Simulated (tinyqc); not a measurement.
Inside a calculation. Method: plane-wave Kohn-Sham cycle with exchange-only LDA in a layered model solid. One step of it, computed by the program tinyqc.

Problem. Iteration 2: potential. V_H(G) = 4 pi rho(G)/G^2 for G != 0 (uniform background); v_x = -(3 rho/pi)^(1/3); V = V_ext + V_H + v_x; Fourier components f(G_m) = (1/N) sum_j f(x_j) exp(-i G_m x_j).

A solid whose potential varies along x alone (atomic units):
```
parameter                      value
period a                   12.600000
cross-section of the cell  31.000000
electrons per cell                 2
grid points                       16
plane waves -n..n, n               3
k points                           1
V1 in V1 cos(2 pi x/a)     -0.740000
```

density after iteration 1 (e/bohr^3): [0.01040945, 0.00895948, 0.00617944, 0.00433377, 0.00371741, 0.00360361, 0.00358761, 0.00358445, 0.00358425, 0.00358445, 0.00358761, 0.00360361, 0.00371741, 0.00433377, 0.00617944, 0.00895948]

Give: Potentials on the grid; V(G_m), m = 0, 1, 2, ....

Solution.

Potentials on the grid (hartree):
```
x          V_ext      V_H      v_x        V
0.0000   -0.7400   0.1582  -0.2150  -0.7968
0.7875   -0.6837   0.1386  -0.2045  -0.7496
1.5750   -0.5233   0.0900  -0.1807  -0.6140
2.3625   -0.2832   0.0324  -0.1606  -0.4114
3.1500         0  -0.0199  -0.1525  -0.1725
3.9375    0.2832  -0.0616  -0.1510   0.0706
4.7250    0.5233  -0.0915  -0.1508   0.2811
5.5125    0.6837  -0.1094  -0.1507   0.4236
6.3000    0.7400  -0.1154  -0.1507   0.4739
7.0875    0.6837  -0.1094  -0.1507   0.4236
7.8750    0.5233  -0.0915  -0.1508   0.2811
8.6625    0.2832  -0.0616  -0.1510   0.0706
9.4500         0  -0.0199  -0.1525  -0.1725
10.2375  -0.2832   0.0324  -0.1606  -0.4114
11.0250  -0.5233   0.0900  -0.1807  -0.6140
11.8125  -0.6837   0.1386  -0.2045  -0.7496
```

V(G_m), m = 0, 1, 2, ... (hartree): [-0.1667, -0.3171, 0.0027, -0.0008, -0.0001, 0.0001, 0.0001]
